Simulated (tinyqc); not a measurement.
Quaternary alloy A(x)B(1-x)C(y)D(1-y) matched to a substrate: one step. The gap by rule 1. Two cases, with inputs chosen for the exercise.

Question. Give the four weights, the bilinear part, the two bowing terms, the gap and hc/gap.

Q(x,y) = x y Q_AC + x (1 - y) Q_AD + (1 - x) y Q_BC + (1 - x)(1 - y) Q_BD for the lattice constant. Gap, rule 1: Q(x,y) - x (1 - x)[y C_ABC + (1 - y) C_ABD] - y (1 - y)[x C_ACD + (1 - x) C_BCD]. Rule 2 (mean of ternaries): {x (1 - x)[y T_ABC(x) + (1 - y) T_ABD(x)] + y (1 - y)[x T_ACD(y) + (1 - x) T_BCD(y)]}/{x (1 - x) + y (1 - y)}, T_ABC(x) = x E_AC + (1 - x) E_BC - C_ABC x (1 - x), T_ACD(y) = y E_AC + (1 - y) E_AD - C_ACD y (1 - y), and alike. Only the Gamma valley is followed.

Constants: hc = 1239.841984 eV nm.

Give: weights of AC, AD, BC, BD; bilinear part; bowing terms; gap; wavelength.

Case 1.

Values chosen (out of a larger set: AC, AD, BC, BD near GaAs, GaSb, InAs and InSb; substrate near GaSb; not measured data): Eg = (1.537, 0.822, 0.413, 0.235) eV (gaps at Gamma of AC, AD, BC, BD); Cb = (0.456, 0.392, 1.456, 0.676) eV (bowing of ABC, ABD, ACD, BCD); y = 0.66 (fraction of C).

x = 0.241802

Answer.

weights of AC, AD, BC, BD: 0.1596  0.0822  0.5004  0.2578

bilinear part = 0.5801 eV

bowing terms (eV): 0.0796  0.1940

gap = 0.3065 eV
wavelength = 4045 nm

Case 2.

Values chosen (out of a larger set: AC, AD, BC, BD near GaAs, GaSb, InAs and InSb; substrate near GaSb; not measured data): Eg = (1.533, 0.809, 0.417, 0.234) eV (gaps at Gamma of AC, AD, BC, BD); Cb = (0.468, 0.356, 1.557, 0.642) eV (bowing of ABC, ABD, ACD, BCD); y = 0.21 (fraction of C).

x = 0.762404

Answer.

weights of AC, AD, BC, BD: 0.1601  0.6023  0.0499  0.1877

bilinear part = 0.7974 eV

bowing terms (eV): 0.0687  0.2222

gap = 0.5064 eV
wavelength = 2448 nm

Computed by tinyqc, one run a case: `OMP_NUM_THREADS=1 python tinyqc.py N N+1 out.jsonl` with N = 1050005, 1050335; one thread of a shared Intel(R) Xeon(R) Processor @ 2.30GHz, about 0.01 s a run at most.
